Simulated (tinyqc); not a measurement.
Worked calculation: plane-wave Kohn-Sham cycle with exchange-only LDA in a layered model solid. One step of it, computed by the program tinyqc.

Task: Iteration 2: levels at that k. Diagonalise the Hermitian matrix.

H (hartree):
```
           -2         -1         +0         +1         +2
-2   0.224913  -0.068008   0.007345  -0.001746  -0.000635
-1  -0.068008  -0.142237  -0.068008   0.007345  -0.001746
+0   0.007345  -0.068008  -0.264621  -0.068008   0.007345
+1  -0.001746   0.007345  -0.068008  -0.142237  -0.068008
+2  -0.000635  -0.001746   0.007345  -0.068008   0.224913
```

Give: eigenvalues.

Result:

eigenvalues (hartree): -0.3168  -0.1609  -0.0974  0.2369  0.2390
